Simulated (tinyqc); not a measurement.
# Changing the contact angle on the substrate theta

Model: capillary instabilities by surface diffusion: grooving and agglomeration of films, edge retraction, wire break-up and smoothing of roughness. Computed by tinyqc, a small Python program. Command: `OMP_NUM_THREADS=1 python tinyqc.py 3007390 3007391 out.jsonl dewet sweep`. One thread of a shared host (Intel(R) Xeon(R) Processor @ 2.30GHz), about 0.01 s of CPU time with the checks.

Isotropic surface energy; shapes change by surface diffusion alone.

Inputs (values chosen for the exercise, of the order of those of a gold film): surface energy gamma_s = 1.33 J/m^2; atomic volume Omega = 17 angstrom^3; surface sites nu = 9.5 1/nm^2; prefactor D0 = 0.00012 m^2/s; activation energy Q = 0.851 eV; temperature T = 557 K; time t = 3500 s; film thickness h = 42 nm.

Constants: k_B = 8.617333262e-05 eV/K; k_B = 1.380649e-23 J/K.

Method. B = D_s nu gamma_s Omega^2/(k_B T), D_s = D0 exp(-Q/(k_B T)). A rim shaped as a circular segment with contact angle theta holds the area h x; its radius r obeys r^2 (theta - sin theta cos theta) = h x. To advance, the edge must carry a strip of the rim height H = r (1 - cos theta) over the rim, driven by the curvature 1/r over the distance r theta (the scaling argument of Brandon and Bradshaw): H dx/dt = B/(theta r^2) gives x^(5/2) = (5/2) B t c^(3/2)/(theta (1 - cos theta) h^(3/2)), c = theta - sin theta cos theta.

One run for each value:
```
contact angle on the substrate theta (degrees)  retraction x (nm)  rim height H (nm)
30.0                                                        726.1              77.74
48.6                                                        933.0             112.98
67.1                                                       1069.8             143.64
85.7                                                       1149.0             170.47
104.0                                                      1177.6             192.91
123.0                                                      1164.8             211.74
141.0                                                      1123.9             224.81
160.0                                                      1065.8             232.56
```

Over the rows, retraction x (nm) goes from 726 through a maximum among these rows, 1180 at 104, to 1070; rim height H (nm) rises from 77.7 to 233 (exponent d ln y / d ln x 0.78 between the first rows and 0.27 between the last).

Extremes, crossings and ranges named in words are read from the listed rows.
